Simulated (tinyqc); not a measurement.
Inside a calculation: hydrogenic donor in a hard-walled well (variational). Values are carried at full precision from step to step, so a last printed digit may differ when a step is redone from the rounded ones.

Constants: Ry = 13.60569312 eV; a0 (Bohr radius) = 0.5291772105 angstrom; hbar^2/2m0 = 3.80998211 eV angstrom^2; e^2/(4 pi eps0) = 14.39964547 eV angstrom.

Inputs chosen for the exercise (near those of GaAs; shifted at random, so the results belong to these values and not to a real crystal):
- m = 0.07 m0 (mass)
- eps = 12.9 (dielectric constant)
- L = 176 angstrom (well width)
- zi = 75 angstrom (position of the donor from the centre)
- lam = 197 angstrom (trial length)
- lams = (78, 99, 121, 142, 170, 206, 256) angstrom (trial lengths)

## Bulk donor

Ry* = Ry m/eps^2, a* = a0 eps/m, and the subband energy c (pi/L)^2/m with c = hbar^2/2m0.

Ry* = 5.723 meV
a* = 97.52 angstrom
subband energy = 17.34 meV

## One trial length

Trial function cos(pi z/L) exp(-r/lam), r measured from the donor at zi, walls at +/- L/2, one eps everywhere. Counted from the lowest subband, E(lam) = c/(m lam^2) - (q/eps) I0/I1, with I0 the integral of cos^2(pi z/L) exp(-2|z - zi|/lam) over the well and I1 the same with the factor (|z - zi| + lam/2); c = hbar^2/2m0, q = e^2/(4 pi eps0). The binding energy is -E at the minimum.

Evaluate I0, I1 and both terms.

I0 = 43.270 angstrom
I1 = 7069.7 angstrom^2
kinetic term = 1.402 meV
Coulomb term = -6.832 meV
E = -5.429 meV

## Scan and minimum

E for each trial length, then the minimum.

Scan:

| lam (angstrom) | kinetic (meV) | Coulomb (meV) | E (meV) |
|---|---|---|---|
| 78 | 8.946 | -12.432 | -3.486 |
| 99 | 5.553 | -10.634 | -5.080 |
| 121 | 3.718 | -9.356 | -5.638 |
| 142 | 2.699 | -8.450 | -5.751 |
| 170 | 1.883 | -7.526 | -5.643 |
| 206 | 1.283 | -6.632 | -5.349 |
| 256 | 0.831 | -5.719 | -4.888 |

best lam = 142.1 angstrom
binding energy = 5.75 meV
in Ry* = 1.005

At L = 1.80 a* this donor is bound more strongly than in the bulk.

## Checks

- Binding at the centre of a very wide well (200 a*) against Ry*, meV: both 5.72.
- Binding in a very thin well (a*/2000) against 4 Ry*, meV: both 22.9.

Run: tinyqc, `OMP_NUM_THREADS=1 python tinyqc.py 1251144 1251145 out.jsonl`; Intel(R) Xeon(R) Processor @ 2.30GHz, one thread, shared host; about 0.03 s of CPU time with all checks.
